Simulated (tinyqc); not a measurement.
# Thermal resistances of a two-die stack

Problem. Heat leaves through the lower die only, and the system is linear. Find the resistance R1 from the lower die to the coolant, R2 between the dies, and the rise of the upper die when both are powered.

Inputs (values chosen for the exercise):
- P1 = 17 W (power of the lower die)
- P2 = 23 W (power of the upper die)

rises of the lower and upper die with only the lower one powered (K): [7.48, 7.48]
rises of the lower and upper die with only the upper one powered (K): [10.12, 16.1]

Answer. With only the lower die powered no heat crosses R2, so both dies rise by P1 R1; the difference in the second test is P2 R2; rises add.

R1 = 0.4400 K/W
R2 = 0.2600 K/W
rise of the upper die = 23.58 K

Program tinyqc, `OMP_NUM_THREADS=1 python tinyqc.py 2162008 2162009 out.jsonl`; Intel Xeon 2.30GHz, shared host, one thread, about 0.04 s.
